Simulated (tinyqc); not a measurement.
What moves the results: Landau levels of a parabolic two-dimensional band. A value that a table varies takes the place of the one given here.

E(N, s) = (N + 1/2) hbar wc + s gs muB B with s = +/-1/2.

In a field B along z: l = 1/sqrt((e/hbar) B) is the magnetic length, n_B = B/(h/e) the number of states per area in one level, hbar wc = 2 muB B/m for mass m in m0; 1/angstrom^2 = 1e16/cm^2.

Each listed level takes n_B electrons. At zero temperature and without broadening EF sits in the partly filled level.

Constants: hbar^2/2m0 = 3.80998211 eV angstrom^2; e/hbar = 1.519267448e-05 1/(T angstrom^2); h/e = 413566.7697 T angstrom^2; muB = 5.788381798e-05 eV/T.

Inputs chosen for the exercise (near those of a two-dimensional electron gas in GaN; not measured data):
```
symbol  value                                                   unit         meaning
m       0.2016                                                  m0           mass
gs      1.82                                                                 g factor
gv      1                                                                    valleys
Bs      (1, 2, 3, 5, 7, 10, 14)                                 T            fields
n       7.4                                                     x 1e11/cm^2  electron sheet density
Bo      (5.37, 6.02, 6.84, 7.92, 9.42, 11.6, 15.1, 21.7, 38.3)  T            fields
tilt    (0, 30, 50, 60, 68, 74, 80)                             degrees      tilt angles
Bp      1.4                                                     T            perpendicular component, kept fixed
B       1.4                                                     T            magnetic field
```

## The fan of levels

The four lowest levels against B, with their labels in order.

Levels (meV):
```
B (T)  first  second  third  fourth        order
1.00    0.23    0.34   0.81    0.91  0- 0+ 1- 1+
2.00    0.47    0.68   1.62    1.83  0- 0+ 1- 1+
3.00    0.70    1.02   2.43    2.74  0- 0+ 1- 1+
5.00    1.17    1.70   4.04    4.57  0- 0+ 1- 1+
7.00    1.64    2.38   5.66    6.40  0- 0+ 1- 1+
10.0    2.34    3.40   8.09    9.14  0- 0+ 1- 1+
14.0    3.28    4.76  11.32   12.80  0- 0+ 1- 1+
```

What does this show?

The fourth level grows as B^1.00 over the first two rows and B^1.00 over the last two (1 for a parabolic band without a fixed offset such as a valley splitting, 1/2 for massless Dirac electrons). The order of the levels does not change. The Zeeman gap is |gs| m/2 = 0.183 of hbar wc at every field.

## Oscillation of the Fermi level

Fixed density, zero temperature, no broadening. At B = 0, EF = 2 pi c n/(m gv) with c = hbar^2/2m0.

Filling:
```
B (T)    nu  partly filled level  EF (meV)  filled share
5.37   5.70                   2+      7.99          0.70
6.02   5.08                   2+      8.96          0.08
6.84   4.47                   2-      9.46          0.47
7.92   3.86                   1+      7.24          0.86
9.42   3.25                   1+      8.61          0.25
11.6   2.64                   1-      9.38          0.64
15.1   2.03                   1-     12.21          0.03
21.7   1.41                   0+      7.37          0.41
38.3   0.80                   0-      8.98          0.80
```

EF at B = 0 = 8.79 meV

What does this show?

EF runs between 7.2 and 12.2 meV around its zero-field value of 8.8 meV. It follows a level while that level empties and falls to the next one down when nu passes a filled shell; the partly filled level changes 5 times in this table.

## Tilting the field

The cyclotron gap follows Bp, the Zeeman gap the total field Bp/cos(theta): i = |gs| muB B/(hbar wc) = |gs| m/(2 cos theta). With f the fractional part of i the gaps alternate between f and 1 - f of hbar wc. The layer is taken as strictly two-dimensional and valley splitting is left out.

Gaps:
```
theta (degrees)  B total (T)      i  f hbar wc (meV)  (1 - f) hbar wc (meV)
0                       1.40  0.183            0.147                  0.656
30                      1.62  0.212            0.170                  0.634
50                      2.18  0.285            0.229                  0.574
60                      2.80  0.367            0.295                  0.509
68                      3.74  0.490            0.394                  0.410
74                      5.08  0.666            0.535                  0.269
80                      8.06  1.056            0.045                  0.759
```

How do the results move?

i = 1/2 (equal gaps) falls at theta = 68.5 degrees. i = 1 (levels of opposite spin coincide) falls at theta = 79.4 degrees. Over the table i grows from 0.183 to 1.056.

## What each parameter does

The second and third levels from below, nu = n/n_B, and EF. Each row changes one parameter from the base and keeps the others.

Results:
```
case                  second level (meV)  third level (meV)     nu  EF (meV)
base                                0.48               1.13  21.86      8.52
B = 1.19 T                          0.40               0.96  25.72      8.60
m = 0.171 m0                        0.55               1.35  21.86     10.03
gs = 1.55                           0.46               1.14  21.86      8.50
n = 8.88 x 1e11/cm^2                0.48               1.13  26.23     10.78
```

What does this show?

The largest shifts from the base row, up to three for each result and ties (the steps differ in size, so this ranks the rows, not the parameters). second level (meV): m +0.07, B -0.07, gs -0.01; unchanged at the printed digits by n. third level (meV): m +0.22, B -0.17, gs +0.01; unchanged at the printed digits by n. nu: n +4.37, B +3.86; unchanged at the printed digits by m and gs. EF (meV): n +2.26, m +1.51, B +0.09.

tinyqc: `OMP_NUM_THREADS=1 python tinyqc.py 1281980 1281981 out.jsonl`; about 0.01 s, one thread, shared Intel(R) Xeon(R) Processor @ 2.30GHz.
